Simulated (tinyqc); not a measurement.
## Trapped share and trap depth from dynamic on-resistance

Problem. Traps remove the share ft of the electrons in the drain access (length Ld, sheet resistance Rsh before stress), so Ron grows by Rsh Ld ft/(1 - ft). The recovery time goes as T^(-2) exp(q Ea/(kB T)). Find ft and Ea.

Values chosen for this exercise:
- Ld = 4 um (drain access length)

Constants: q = 1.602176634e-19 C, kB = 1.380649e-23 J/K. Results are converted to the units shown.

Ron before and just after an off-state stress (ohm mm): [3.9279285, 4.5425479]
Rsh = 460.96457 ohm
recovery times at 320 and 370 K (s): [1.7, 0.017895249]

Answer. The rise of Ron over Rsh Ld is ft/(1 - ft); ln(t T^2) is linear in 1/T.

ft = 0.2500
Ea = 0.8700 eV

Computed by the program tinyqc: `OMP_NUM_THREADS=1 python tinyqc.py 2570104 2570105 out.jsonl`, one thread of a shared Intel Xeon 2.30GHz, about 0.01 s for the whole run.
